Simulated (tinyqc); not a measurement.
Inside a calculation. Method: Rayleigh-quotient iteration on a symmetric matrix. Computed by tinyqc, a small Python program that keeps every step. Settings: method = rayleigh, shift = 0.78. Command: `OMP_NUM_THREADS=1 python tinyqc.py 28667 28668 out.jsonl` (the two numbers bound the seeds that draw the settings). One thread of a shared host (Intel(R) Xeon(R) Processor @ 2.60GHz), about 0.01 s of CPU time with the checks.

## Step 1

A, lower triangle:
```
           1          2          3          4         5         6
1   0.665000
2   0.768000   0.755000
3  -0.400000   0.291000   1.147000
4  -0.425000   0.353000   0.157000   1.213000
5   0.244000  -1.086000  -0.073000  -0.064000  2.747000
6  -0.136000   0.330000   0.730000   0.363000  0.586000  3.230000
```

vector v at the start: 0.408248  0.408248  0.408248  0.408248  0.408248  0.408248

shift = 0.780000

solve (A - shift) w = v; v' = w/|w| with its largest component positive (the first on a tie); lambda = v'^T A v'; the next shift is lambda.

vector after step 1: 0.277259  0.351180  0.768958  0.074101  0.299649  -0.336487

Rayleigh quotient after step 1 = 0.805280

## Step 2

As before.

vector after step 2: 0.253972  0.324157  0.795677  0.025821  0.282954  -0.341452

Rayleigh quotient after step 2 = 0.803694

## Course of the iteration

Stop when the residual |A v - lambda v| is below 1e-9.

Steps:
```
step      lambda  residual
1     0.80528048  3.50e-02
2     0.80369443  1.08e-04
3     0.80369439  1.51e-11
```

all eigenvalues, for comparison: -0.600098  0.803694  1.082314  1.517469  3.146684  3.806937

Converged in 3 steps.
